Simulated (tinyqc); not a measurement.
Polytypes by hexagonality, and a cubic inclusion as a quantum well: one step. Hexagonality. Four cases, with inputs chosen for the exercise.

Problem. Give the h/k string and h of each.

A layer is h if its two neighbours in the periodic sequence sit on the same site, k otherwise; the hexagonality h is the share of h layers.

Give: Hexagonality.

Case 1.

Stacking sequences:
```
polytype    sequence
3C               ABC
4H              ABCB
2H                AB
10H       ABCABCBACB
8H          ABCABACB
```

Solution.

Hexagonality:
```
polytype  h/k string       h
3C               kkk  0.0000
4H              hkhk  0.5000
2H                hh  1.0000
10H       hkkkkhkkkk  0.2000
8H          hkkkhkkk  0.2500
```

Case 2.

Stacking sequences:
```
polytype         sequence
2H                     AB
8H               ABCABACB
6H                 ABCACB
15R       ABCACBCABACABCB
4H                   ABCB
```

Solution.

Hexagonality:
```
polytype       h/k string       h
2H                     hh  1.0000
8H               hkkkhkkk  0.2500
6H                 hkkhkk  0.3333
15R       hkkhkhkkhkhkkhk  0.4000
4H                   hkhk  0.5000
```

Case 3.

Stacking sequences:
```
polytype    sequence
10H       ABCABCBACB
6H            ABCACB
9R         ABCBCACAB
8H          ABCABACB
2H                AB
```

Solution.

Hexagonality:
```
polytype  h/k string       h
10H       hkkkkhkkkk  0.2000
6H            hkkhkk  0.3333
9R         hkhhkhhkh  0.6667
8H          hkkkhkkk  0.2500
2H                hh  1.0000
```

Case 4.

Stacking sequences:
```
polytype   sequence
4H             ABCB
6H           ABCACB
2H               AB
8H         ABCABACB
9R        ABCBCACAB
```

Solution.

Hexagonality:
```
polytype  h/k string       h
4H              hkhk  0.5000
6H            hkkhkk  0.3333
2H                hh  1.0000
8H          hkkkhkkk  0.2500
9R         hkhhkhhkh  0.6667
```

Computed by tinyqc, one run a case: `OMP_NUM_THREADS=1 python tinyqc.py N N+1 out.jsonl` with N = 1850378, 1850415, 1850444, 1850655; one thread of a shared Intel(R) Xeon(R) Processor @ 2.30GHz, about 0.09 s a run at most.
